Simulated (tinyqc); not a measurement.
Changing the total flow: precursor delivery and alloy composition in metal-organic vapour-phase epitaxy. Computed by tinyqc, a small Python program. Command: `OMP_NUM_THREADS=1 python tinyqc.py 3031763 3031764 out.jsonl movpe sweep`. One thread of a shared host (Intel(R) Xeon(R) Processor @ 2.30GHz), about 0.01 s of CPU time with the checks.

Carrier gas leaves each bubbler saturated. Group-III species cross a boundary layer and react at the surface; element 2 can also desorb. The film is (1)_(1-x) (2)_x V with a zinc-blende cell.

Inputs (values chosen for the exercise, close to those used for AlGaAs from TMAl and TEGa):

| quantity | value | unit |
|---|---|---|
| source 1: a in log10(p/torr) = a - b/T | 8.22 | - |
| source 1: b | 2134 | K |
| source 1: bath temperature | 23 | C |
| source 1: carrier flow | 27 | sccm |
| source 2: a | 8.08 | - |
| source 2: b | 2162 | K |
| source 2: bath temperature | 19 | C |
| source 2: carrier flow | 3.2 | sccm |
| bubbler pressure p_b | 400 | torr |
| group-V hydride flow | 50 | sccm |
| reactor pressure p | 200 | torr |
| diffusivity D0 at 273.15 K and 760 torr | 0.31 | cm^2/s |
| boundary layer delta | 1.3 | cm |
| prefactor of the surface rate k_s | 8.1e+13 | cm/s |
| energy of k_s | 1.91 | eV |
| prefactor of the loss of element 2 | 1e+18 | layers/s |
| energy of the loss | 3.61 | eV |
| lattice constant a | 5.655 | angstrom |
| growth temperature T | 650 | C |

Constants: k_B = 1.380649e-23 J/K; k_B = 8.617333262e-05 eV/K.

Method:
- Temperatures in kelvin are T(C) + 273.15.
- Vapour pressure p_v = 10^(a - b/T); precursor flow = carrier flow x p_v/(p_b - p_v); 1 sccm = 44.615 micromol/min; V/III = hydride flow over the sum of both; gas share x_g = F2/(F1 + F2).
- Partial pressure p_i = p F_i/(44615 x total flow in slm); density n_i = p_i/(k_B T), 1 torr = 133.322 Pa; D = D0 (T/273.15)^1.75 (760/p), h = D/delta, the same for both; k_s = prefactor x exp(-energy/(k_B T)); arrival J_i = n_i/(1/h + 1/k_s); in layers per second g_i = J_i a^2/2 (two group-III sites per a^2 on (001)).
- Loss of element 2 is r x with r = prefactor x exp(-energy/(k_B T)). Then x = (g2 - r x)/(g1 + g2 - r x), or r x^2 - (g1 + g2 + r) x + g2 = 0, smaller root; growth rate G = g1/(1 - x) layers/s; one layer is a/2 thick, 1 angstrom/s = 0.36 um/h.
- Distribution coefficient = [x/(1 - x)]/[x_g/(1 - x_g)], x_g = g2/(g1 + g2).

One run for each value:

| total flow (slm) | growth rate G (um/h) | solid share x | distribution coefficient |
|---|---|---|---|
| 2.0 | 9.7817 | 0.051219 | 0.99797 |
| 3.3 | 5.9279 | 0.051154 | 0.99665 |
| 5.3 | 3.6906 | 0.051056 | 0.99463 |
| 8.6 | 2.2740 | 0.050894 | 0.99131 |
| 14.0 | 1.3965 | 0.050632 | 0.98593 |
| 23.0 | 0.8497 | 0.050200 | 0.97708 |
| 37.0 | 0.5278 | 0.049543 | 0.96361 |
| 60.0 | 0.3251 | 0.048497 | 0.94224 |

Describe and explain the trends.

Over the rows, growth rate G (um/h) falls from 9.78 to 0.325 (exponent d ln y / d ln x about -1.0 throughout); solid share x falls from 0.0512 to 0.0485 (exponent d ln y / d ln x -0.0025 between the first rows and -0.044 between the last); distribution coefficient falls from 0.998 to 0.942 (exponent d ln y / d ln x -0.0026 between the first rows and -0.046 between the last). The exponent of growth rate G stays at -1: more carrier dilutes the precursors at fixed delta. Slower growth leaves element 2 longer at the surface, so x drops with dilution.

Caution (all rows): trimethylaluminium is largely a dimer in the vapour, which would double its metal flow; it is counted as a monomer here. Caution (all rows): the lattice constant is held fixed as x changes, delta does not respond to the flow, both precursors share one D and k_s, and gas-phase side reactions are left out.
